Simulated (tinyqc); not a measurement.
Jacobi rotations on a symmetric matrix, step by step. Computed by tinyqc, a small Python program that keeps every step. Settings: method = jacobi. Command: `OMP_NUM_THREADS=1 python tinyqc.py 30992 30993 out.jsonl` (the two numbers bound the seeds that draw the settings). One thread of a shared host (Intel(R) Xeon(R) Processor @ 2.60GHz), about 0.01 s of CPU time with the checks.

## Jacobi rotation 1

A:
```
,1,2,3,4,5
1,0.110000,-0.181000,-0.305000,-0.782000,-0.404000
2,-0.181000,0.111000,0.534000,-0.386000,-0.458000
3,-0.305000,0.534000,0.443000,-0.648000,0.311000
4,-0.782000,-0.386000,-0.648000,1.120000,-0.180000
5,-0.404000,-0.458000,0.311000,-0.180000,1.281000
```

Take the largest off-diagonal element A_pq; tan 2 theta = 2 A_pq / (A_qq - A_pp) with |theta| <= pi/4; A' = J^T A J with J_pp = J_qq = cos, J_pq = sin, J_qp = -sin.

p, q, theta (rad): 1.000000  4.000000  -0.498697

A':
```
,1,2,3,4,5
1,-0.315886,-0.343572,-0.577779,0.000000,-0.440886
2,-0.343572,0.111000,0.534000,-0.252419,-0.458000
3,-0.577779,0.534000,0.443000,-0.423202,0.311000
4,0.000000,-0.252419,-0.423202,1.545886,0.035148
5,-0.440886,-0.458000,0.311000,0.035148,1.281000
```

## Jacobi rotation 2

As before.

p, q, theta (rad): 1.000000  3.000000  -0.494853

A':
```
,1,2,3,4,5
1,-0.627678,-0.048758,0.000000,-0.200980,-0.240302
2,-0.048758,0.111000,0.633104,-0.252419,-0.458000
3,0.000000,0.633104,0.754792,-0.372434,0.483070
4,-0.200980,-0.252419,-0.372434,1.545886,0.035148
5,-0.240302,-0.458000,0.483070,0.035148,1.281000
```

## All rotations

The off-diagonal norm falls at every rotation.

Rotations:
```
step,p,q,theta,off-diagonal norm
1,1,4,-0.498697,1.72e+00
2,1,3,-0.494853,1.52e+00
3,2,3,0.550209,1.22e+00
4,2,5,-0.344965,8.17e-01
5,3,4,-0.574782,5.14e-01
6,1,5,-0.097852,4.17e-01
7,3,5,0.231390,3.41e-01
8,1,4,-0.063790,2.55e-01
9,1,2,-0.509305,1.88e-01
10,2,3,0.071237,1.39e-01
11,1,3,-0.049354,8.74e-02
...,...,...,...,...
19,3,5,0.006637,4.97e-04
20,4,5,0.000860,3.58e-04
21,1,3,0.000132,2.09e-04
22,2,3,-0.000111,6.35e-05
23,2,5,-0.000019,3.12e-05
24,2,4,-0.000010,1.77e-06
25,1,5,4.19e-07,1.13e-06
26,3,4,6.56e-07,6.08e-07
27,1,4,1.66e-07,2.73e-08
28,1,2,6.56e-08,7.15e-09
29,3,5,6.74e-09,6.06e-10
```

eigenvalues: -0.730847  -0.447425  0.821947  1.568695  1.852630
